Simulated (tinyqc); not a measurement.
# A chain with a side-coupled site and dephasing by Buettiker voltage probes, step by step

Computed by the program tinyqc: `OMP_NUM_THREADS=1 python tinyqc.py 2700115 2700116 out.jsonl`, one thread of a shared Intel Xeon 2.30GHz, about 0.01 s for the whole run. Printed values are rounded.

Sites 1 to 2 form a chain with hopping -t, and site 3 hangs on site 2 by -ts. Lead L joins site 1 and lead R site 2, both semi-infinite chains with hopping -t and site energy 0. Every site carries a probe with self-energy -i Gamma_p/2 that draws no net current. Linear response at zero temperature: mu_L = 1, mu_R = 0 in units of the bias.

Values chosen for this exercise: hopping (matrix element -t) t = 1 eV; site energies 1 to N U = [0, 0, 0.42] eV; Fermi energy E = 0.42 eV; probe broadening Gamma_p gp = 0.83 eV; hopping from site 2 to the side site 3 ts = 0.7 eV.

Constants: q = 1.602176634e-19 C, h = 6.62607015e-34 J s. Results are converted to the units shown.

## Green function

Sigma = t^2 g(E), g(x) = (x - i sqrt(4 t^2 - x^2))/(2 t^2) for |x| < 2 t and (x - sign(x) sqrt(x^2 - 4 t^2))/(2 t^2) otherwise; Gamma = -2 Im Sigma; G = (E - H - Sigma_L - Sigma_R + i Gamma_p/2)^(-1).

Sigma = 0.210000-0.977701i eV
Gamma = 1.95540 eV

G (1/eV):
```
                   1                 2                  3
1   0.05586-0.55660i  0.21310+0.03909i  -0.06594+0.35944i
2   0.21310+0.03909i  0.00970-0.30499i   0.51444+0.01636i
3  -0.06594+0.35944i  0.51444+0.01636i  -0.02759-1.54191i
```

## Transmissions between terminals

With Gamma the broadening by one lead, T_RL = Gamma^2 |G_(2,1)|^2, T_pL = Gamma Gamma_p |G_(p,1)|^2, T_pR = Gamma Gamma_p |G_(p,2)|^2, T_pq = Gamma_p^2 |G_(p,q)|^2 for p != q.

T_RL = 0.179474

```
probe      T_pL      T_pR
1      0.507865  0.076180
2      0.076180  0.151120
3      0.216742  0.429955
```

T_pq:
```
          1         2         3
1  0.000000  0.032336  0.091999
2  0.032336  0.000000  0.182501
3  0.091999  0.182501  0.000000
```

## Probe potentials and effective transmission

No current into probe p: W mu = T_pL with W_pp = T_pL + T_pR + sum_q T_pq and W_pq = -T_pq. Then T_eff = T_RL + sum_p T_pR mu_p, and the resistance is (h/2q^2)/T_eff.

W:
```
           1          2          3
1   0.708381  -0.032336  -0.091999
2  -0.032336   0.442137  -0.182501
3  -0.091999  -0.182501   0.921197
```

mu_p, probe 1 to 3: 0.785611  0.391254  0.391254
T_eff = 0.466670
resistance = 27.6564 kohm

Without probes the transmission is 0. With them, 38.5 % of the current crosses without entering a probe.

## Current at both leads

In units of (2 q^2/h) times the bias, T_RL + sum_p T_pL (1 - mu_p) leaves L and T_RL + sum_p T_pR mu_p enters R.

current leaving L = 0.466670
current entering R = 0.466670

The two are equal: the probes conserve the current.
